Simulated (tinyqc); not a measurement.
Worked calculation: conduction-band anticrossing with a localised impurity level. Values are carried at full precision from step to step, so a last printed digit may differ when a step is redone from the rounded ones.

Host conduction band EM(k) = Eg - al x + c k^2/mM, c = hbar^2/2m0, coupled to a flat level EI by V = C sqrt(x): H = [[EM, V], [V, EI]], E+/- = (EM + EI)/2 +/- sqrt((EM - EI)^2/4 + V^2). The host weight of a state at E is f = 1/(1 + V^2/(E - EI)^2), and its mass at k = 0 is mM/f. The gap is E-(0), the valence top staying at 0.

Constants: hbar^2/2m0 = 3.80998211 eV angstrom^2.

Parameters, chosen for this exercise (host near GaAs; shifted at random, so the results belong to these values and not to a real crystal):
```
symbol  value   unit        meaning
Eg      1.537   eV          gap at Gamma to the s-like level
mM      0.0676  m0          mass of the host band
EI      1.789   eV          impurity level, from the valence top of the host
C       2.33    eV          coupling
al      0.23    eV          linear shift of the host edge
x       0.036               impurity fraction
k       0.048   1/angstrom  wave vector
```

## The two levels at k = 0

Give EM, V, both levels, their host weights, the gap and the mass of the band at the gap.

EM(0) = 1.5287 eV
V = 0.4421 eV

E-, E+ (eV): 1.1980  2.1197

host weights: 0.6412  0.3588

gap = 1.1980 eV
mass of E- = 0.1054 m0

The gap is 339 meV below that of the host, 94 meV per 1 % of impurity. V/|EM - EI| = 1.70; second-order perturbation theory would shift the host level by V^2/(EM - EI) = -751 meV, the exact shift is -331 meV.

## The levels at one k

Fill in the matrix and give levels and weights.

H (eV):
```
            host  impurity
host      1.6586    0.4421
impurity  0.4421    1.7890
```

E-, E+ (eV): 1.2769  2.1707

host weights: 0.5730  0.4270

## Dispersion

Seven points from k = 0 to 0.12 1/angstrom.

Levels (eV):
```
k (1/angstrom)      EM      E-      E+  host weight of E-
0.000           1.5287  1.1980  2.1197              0.641
0.020           1.5513  1.2123  2.1279              0.630
0.040           1.6189  1.2538  2.1541              0.594
0.060           1.7316  1.3173  2.2033              0.532
0.080           1.8894  1.3943  2.2841              0.444
0.100           2.0923  1.4733  2.4080              0.338
0.120           2.3403  1.5437  2.5856              0.235
```

E- flattens towards EI = 1.789 eV, which it cannot cross: its width is bounded by 0.591 eV, of which 58 % is used up at the last point. The unmixed host band crosses EI at k = 0.0680 1/angstrom, where the splitting is smallest, 2V = 0.884 eV.

## Checks

- Closed form against diagonalisation: they agree to 1e-10 or better.
- Mass mM/f against the curvature of the band: both 0.1054.

(tinyqc, `OMP_NUM_THREADS=1 python tinyqc.py 1081354 1081355 out.jsonl`, Intel(R) Xeon(R) Processor @ 2.30GHz, 1 thread, shared host, about 0.01 s.)
